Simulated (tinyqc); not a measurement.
Choosing the metal: Schottky barrier with interface states (Cowley-Sze model), image lowering and contact resistance. Computed by tinyqc, a small Python program. Command: `OMP_NUM_THREADS=1 python tinyqc.py 3011626 3011627 out.jsonl pinning walk`. One thread of a shared host (Intel(R) Xeon(R) Processor @ 2.30GHz), about 0.01 s of CPU time with the checks.

An n-type semiconductor under a metal. The barrier lies between the Schottky-Mott limit phi_M - chi and the Bardeen limit E_g - E_n, E_n being the neutrality level of the interface states; the space-charge term of the full Cowley-Sze expression is left out.

Inputs (values chosen for the exercise, with gap, mass and screening modelled on GaN):

| quantity | value | unit |
|---|---|---|
| gap E_g | 3.44 | eV |
| electron affinity chi | 4.12 | eV |
| metal work function phi_M | 5.19 | eV |
| neutrality level E_n above the valence band | 2.12 | eV |
| optical dielectric constant eps_opt | 5.46 | - |
| dielectric constant eps_s | 9.61 | - |
| electron mass m_e | 0.195 | m_0 |
| valleys M_c | 1 | - |
| donor density N | 4.8e+16 | cm^-3 |
| temperature T | 200 | K |

Pinning factor from: Moench relation.

Constants: k_B = 8.617333262e-05 eV/K; hbar = 1.054571817e-34 J s; m_0 = 9.1093837015e-31 kg; eps_0 = 8.8541878128e-12 F/m; e = 1.602176634e-19 C; k_B = 1.380649e-23 J/K; h = 6.62607015e-34 J s.

Method:
- S = 1/(1 + 0.1 (eps_opt - 1)^2), an empirical relation for metal-induced gap states.
- phi_B = S (phi_M - chi) + (1 - S)(E_g - E_n); the hole barrier is E_g - phi_B.
- A* = 4 pi e m_e M_c k_B^2/h^3 (a simple valley count); J_s = A* T^2 exp(-phi/k_B T).
- E_00 = (e hbar/2) sqrt(N/(m_e eps_s eps_0)), E_0 = E_00 coth(E_00/k_B T); scaling form of the contact resistivity rho_c = (k_B/(e A* T)) exp(phi_B/E_0), which is the thermionic result when E_00 << k_B T and keeps only the leading exponential of tunnelling when E_00 >> k_B T; image lowering is left out of it.

pinning factor S = 0.334542

Bardeen barrier = 1.32 eV

E_0 = 0.0174051 eV

Against work function:

| phi_M (eV) | Schottky-Mott (eV) | phi_B (eV) | J_0 (A/cm^2) | rho_c (ohm cm^2) |
|---|---|---|---|---|
| 4.12 | 0.00 | 0.8784 | 6.8721e-17 | 1.5225e+14 |
| 4.35 | 0.23 | 0.9553 | 7.9098e-19 | 1.2662e+16 |
| 4.58 | 0.46 | 1.0323 | 9.1043e-21 | 1.0530e+18 |
| 4.81 | 0.69 | 1.1092 | 1.0479e-22 | 8.7574e+19 |
| 5.03 | 0.91 | 1.1828 | 1.4645e-24 | 6.0094e+21 |
| 5.26 | 1.14 | 1.2598 | 1.6857e-26 | 4.9977e+23 |
| 5.49 | 1.37 | 1.3367 | 1.9403e-28 | 4.1563e+25 |
| 5.72 | 1.60 | 1.4137 | 2.2333e-30 | 3.4565e+27 |

What does the comparison show, and why?

A span of 1.60 eV in work function moves the barrier by 0.535 eV (slope S = 0.335) and rho_c by 13.4 decades. The barrier equals its Schottky-Mott value only at phi_M = chi + E_g - E_n = 5.44 eV, where the interface states are neutral.
